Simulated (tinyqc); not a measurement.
CMOS latch-up, two-transistor model: one step of the calculation.

A parasitic pnp (emitter at Vdd, base shunted by Rw) and npn (emitter at ground, base shunted by Rs) feed each other: the npn collector current flows out of the pnp base node, the pnp collector current into the npn base node. Forward-active transistors with constant gains: Icn = Isn exp(Vn/Vt), Icp = Isp (exp(Vp/Vt) - 1). A current Ii is injected into the npn base node.

Task. The off branch. Node equations: Vp/Rw + Icp/bp = Icn and Vn/Rs + Icn/bn = Icp + Ii. Loop gain G = gn gp/[(1/Rw + gp/bp)(1/Rs + gn/bn)], gn = Icn/Vt, gp = (Icp + Isp)/Vt; the off state ends where G = 1, and Ii there is the trigger current. For each Vn: Icn, then Vp from the first equation, then Ii from the second.

Inputs (values chosen for the exercise); values close to those of bulk CMOS:

| symbol | value | unit | meaning |
|---|---|---|---|
| T | 400 | K | temperature |
| bn | 22.3 |  | current gain of the npn |
| bp | 2.2 |  | current gain of the pnp |
| Isn | 7.2e-10 | A | saturation current of the npn at T |
| Isp | 1.1e-10 | A | saturation current of the pnp at T |
| Rs | 1100 | ohm | substrate resistance shunting the npn |
| Rw | 210 | ohm | well resistance shunting the pnp |
| Ii | 0.408 | mA | current injected into the substrate |

Constants: q = 1.602176634e-19 C, kB = 1.380649e-23 J/K, Vt = kB T/q. Results are converted to the units shown.

```
point,Vn (V)
0,0.309
1,0.389
2,0.439
3,0.469
4,0.489
5,0.509
6,0.524
7,0.539
```

Give: Icn; Vp; Icp; Ii; G.

Result.

```
point,Icn (mA),Vp (V),Icp (mA),Ii (mA),G
0,0.005631,0.001182,3.839e-9,0.2812,1.236e-7
1,0.05735,0.01204,4.600e-8,0.3562,1.607e-6
2,0.2446,0.05137,3.782e-7,0.4101,1.720e-5
3,0.5841,0.1227,3.752e-6,0.4526,2.389e-4
4,1.043,0.2191,6.329e-5,0.4913,0.005158
5,1.864,0.3906,0.009169,0.5371,0.8836
6,2.880,0.5393,0.6866,-0.08104,25.87
7,4.451,0.5959,3.548,-2.859,38.49
```

Ii peaks at 0.5372 mA, at Vn = 0.5094 V where G = 1; beyond it the loop feeds itself.

Computed by the program tinyqc: `OMP_NUM_THREADS=1 python tinyqc.py 2670015 2670016 out.jsonl`, one thread of a shared Intel Xeon 2.30GHz, about 0.04 s for the whole run.
